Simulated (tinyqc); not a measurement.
From screening to the Mott criterion: hydrogenic impurity: series, fields, screening, photoionisation and donor-acceptor pairs. Computed by tinyqc, a small Python program. Command: `OMP_NUM_THREADS=1 python tinyqc.py 3015810 3015811 out.jsonl hydrogenic walk`. One thread of a shared host (Intel(R) Xeon(R) Processor @ 2.30GHz), about 0.01 s of CPU time with the checks.

One isotropic, parabolic band. Effective units: Ry* and a*, in which H = -nabla^2 - 2/r.

Inputs (values chosen for the exercise, modelled on ZnSe): electron mass m = 0.151 m_0; dielectric constant eps = 9.35; donor density N = 8.9e+16 cm^-3.

Parts treated: magnetic field and screening.

Constants: Ry = 13.605693123 eV; a_0 = 0.529177210903 angstrom; h x 1 THz = 4.135667696 meV.

Method:
- Ry* = Ry m/eps^2, a* = a_0 eps/m; level n is bound by Ry*/n^2; <r> = (3/2) a* in 1s; lines 1s -> np at Ry* (1 - 1/n^2); 1 THz = 4.135667696 meV.
- Thomas-Fermi screening by N free electrons of one valley, taken as a degenerate gas (the hypothesis that all donors are ionised): q a* = sqrt(4 k_F a*/pi), k_F = (3 pi^2 N)^(1/3).
- Screened potential -(2/r) exp(-q r). Basis exp(-zeta r), zeta_k = 0.02 x 1.6^k, k = 0..23: S = 2/s^3, T = zeta_i zeta_j S, V = -2/(s + q)^2 with s = zeta_i + zeta_j; overlap eigenvalues below 1e-11 are dropped.
- First order: 1 - 2 q a*. One exponent: the maximum over zeta of 8 zeta^3/(2 zeta + q)^2 - zeta^2 (golden section on 0.01 to 1.2).

a* = 32.7669 angstrom

Binding (Ry*):
```
N^(1/3) a*   N (cm^-3)     q a*  first order  one exponent    basis
0.0029      6.9324e+11  0.10688      0.78624       0.80229  0.80231
0.0088      1.9370e+13  0.18618      0.62764       0.67429  0.67442
0.0220      3.0266e+14  0.29438      0.41125       0.52192  0.52251
0.0440      2.4213e+15  0.41631      0.16738       0.37735  0.37917
0.0730      1.1058e+16  0.53623     -0.07247       0.25999  0.26397
0.1100      3.7833e+16  0.65825     -0.31649       0.16323  0.17051
0.1500      9.5933e+16  0.76867     -0.53733       0.09371  0.10492
```

The binding falls from 0.802 to 0.105 Ry*. First order, a constant shift of the potential, overshoots and turns negative from q a* = 0.5. One exponent loses the state at q a* = 1 (N^(1/3) a* = 0.254, the classic form of the Mott criterion); the full basis keeps it to 1.19. The dilute rows are formal, since there the electrons are bound or non-degenerate.

Extremes, crossings and ranges named in words are read from the listed rows.
